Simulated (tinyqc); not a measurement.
# Phonon and roughness prefactors from two fields

Inverse problem. At 300 K and high field 1/mu = E^(1/3)/Ap + E^gs/As, E in MV/cm. Find Ap and As.

Parameters, values chosen for the exercise: exponent of the roughness term gs = 1.

mu at E = 0.42 and 1.12 MV/cm (cm^2/(V s)): 157.83089  101.01904

Answer. Two linear equations in 1/Ap and 1/As.

Ap = 137 cm^2/(V s)
As = 483 cm^2/(V s)

Program tinyqc, `OMP_NUM_THREADS=1 python tinyqc.py 2510007 2510008 out.jsonl`; Intel Xeon 2.30GHz, shared host, one thread, about 0.01 s.
